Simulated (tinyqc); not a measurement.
Phonon-assisted absorption at an indirect gap: sweeps and comparisons. A value that a table varies takes the place of the one given here.

alpha(E) = sum_j A_j [N_j (E - Eg + w_j)^2 + (N_j + 1)(E - Eg - w_j)^2], each bracket counted only where its base is positive; N_j = 1/(exp(w_j/kB T) - 1). The first term absorbs a phonon and the second emits one; excitons and direct transitions are left out.

Photodiode (Gaertner form with a dead layer): QE = (1 - R) exp(-alpha xj) [1 - exp(-alpha W)/(1 + alpha L)], R = ((nr - 1)/(nr + 1))^2; responsivity = QE/E in A/W for E in eV.

Constants: kB = 8.617333262e-05 eV/K.

Values chosen for the exercise (loosely those of Si at room temperature; Eg is not tied to T; not measured data): Eg = 1.114 eV (indirect gap, held fixed unless listed); w = (58.1, 17.8) meV (two zone-edge phonons); A = (2700, 250) 1/(cm eV^2) (their strengths); T = 500 K; nr = 3.55 (refractive index); xj = 0.41 micrometre (dead layer at the surface); W = 1.3 micrometre (depleted width); L = 54 micrometre (minority diffusion length below it); E = 1.187 eV (photon energy).

## The square root of alpha at three temperatures

The gap is held fixed, so only the phonon occupations change.

sqrt(alpha) (1/cm^(1/2)):
```
E - Eg (eV),4 K,77 K,450 K
-0.04,0.000,0.012,0.505
-0.02,0.000,0.025,1.062
0.00,0.000,0.085,1.661
0.02,0.035,0.174,2.315
0.04,0.351,0.445,3.041
0.07,1.031,1.123,4.290
0.10,2.536,2.611,6.006
0.15,5.213,5.295,9.326
0.20,7.916,8.011,12.833
0.30,13.338,13.465,20.014
0.45,21.480,21.656,30.911
0.60,29.624,29.852,41.854
```

Below the gap only phonon absorption acts: at E - Eg = -0.02 eV sqrt(alpha) is 0.000, 0.025 and 1.062 at 4, 77 and 450 K. A straight line through the last two rows meets the axis at E - Eg = +0.0544, +0.0536 and +0.0263 eV: the intercept is roughly a weighted mean of the thresholds, not the gap, and it moves from the emission side towards Eg as the occupations grow. At the last row alpha grows by a factor 2.00 from the lowest to the highest temperature at fixed gap.

## Spectral response

Response:
```
E (eV),wavelength (nm),alpha (1/cm),1/alpha (micrometre),dead layer,collected,QE,A/W
1.13,1097,5.76,1.74e+03,1.000,0.031,0.021,0.019
1.17,1060,16.1,622,0.999,0.082,0.056,0.048
1.23,1008,56.8,176,0.998,0.240,0.164,0.134
1.31,946,176,56.7,0.993,0.499,0.340,0.260
1.41,879,430,23.2,0.983,0.716,0.482,0.342
1.56,795,1.03e+03,9.71,0.959,0.867,0.570,0.365
1.76,704,2.24e+03,4.47,0.912,0.943,0.590,0.335
2.01,617,4.40e+03,2.27,0.835,0.977,0.560,0.278
2.31,537,7.96e+03,1.26,0.722,0.992,0.491,0.213
2.71,458,1.43e+04,0.698,0.556,0.998,0.380,0.140
```

QE is highest, 0.590, at 1.76 eV of those listed and the responsivity at 1.56 eV; reflection alone caps QE at 0.686. Near the gap weak absorption limits it (collected share 0.031); at the top the dead layer passes 0.556. Far above the gap the quadratic law and a constant index are only rough.

## What moves the response

At the energy E. Each row changes one parameter from the base and keeps the others.

Results:
```
case,alpha (1/cm),QE
base,23.36,0.0786
Eg = 1.094 eV,36.24,0.1148
T = 550 K,27.08,0.0895
W = 2.6 micrometre,23.36,0.0805
L = 27 micrometre,23.36,0.0426
xj = 0.82 micrometre,23.36,0.0785
nr = 3.73,23.36,0.0764
```

The largest shifts from the base row, up to three for each result and ties (the steps differ in size, so this ranks the rows, not the parameters). alpha (1/cm): Eg +12.9, T +3.72; unchanged at the printed digits by W, L, xj and nr. QE: Eg +0.0362, L -0.0360, T +0.0109.

Computed by tinyqc, a small Python program: `OMP_NUM_THREADS=1 python tinyqc.py 1681346 1681347 out.jsonl` (the numbers bound the seed that draws the inputs); one thread of a shared host (Intel(R) Xeon(R) Processor @ 2.30GHz), about 0.01 s for the whole set of steps.
